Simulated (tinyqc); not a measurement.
Electron-beam lithography: double-Gaussian proximity function, edge placement and dose correction for parallel lines: one step, computed by the program tinyqc. Command: `OMP_NUM_THREADS=1 python tinyqc.py 3111003 3111004 out.jsonl proximity walk`. One thread of a shared host (Intel(R) Xeon(R) Processor @ 2.30GHz), about 0.01 s of CPU time with the checks.

Lines are infinitely long. Absorbed energy is counted so that the middle of a very large area written at dose 1 receives 1; the resist develops where it exceeds 1/2.

Problem. Dose to size and latitude. A test line of width w << beta in surroundings of density rho, all at dose d: near its edge E(x) = d [S + eta rho]/(1 + eta), S = [erf((b - x)/alpha) - erf((a - x)/alpha)]/2 for edges a and b, the second term being the background energy. Dose to size d_s = (1 + eta)/(erf(w/alpha) + 2 eta rho), dose = d_s D0; edge slope d [1 - exp(-w^2/alpha^2)]/(sqrt(pi) alpha (1 + eta)); width change per 1 % of dose = 2 x 0.01 x (1/2)/slope.

Inputs (values chosen for the exercise, of the order of those for 50 keV electrons in resist on silicon):
```
quantity,value,unit
forward range alpha,0.012,micrometre
backscatter ratio eta,0.84,-
base dose D0,130,microcoulomb/cm^2
width of the test line,0.032,micrometre
pattern density around the test line,0.45,-
```

Give: dose to size d_s; dose; edge slope; width change per 1 % of dose; background energy.

Solution.

dose to size d_s = 1.0479

dose = 136.23 microcoulomb/cm^2

edge slope = 0.026755 1/nm

width change per 1 % of dose = 0.37376 nm

background energy = 0.21528

The background supplies 43 % of the threshold.
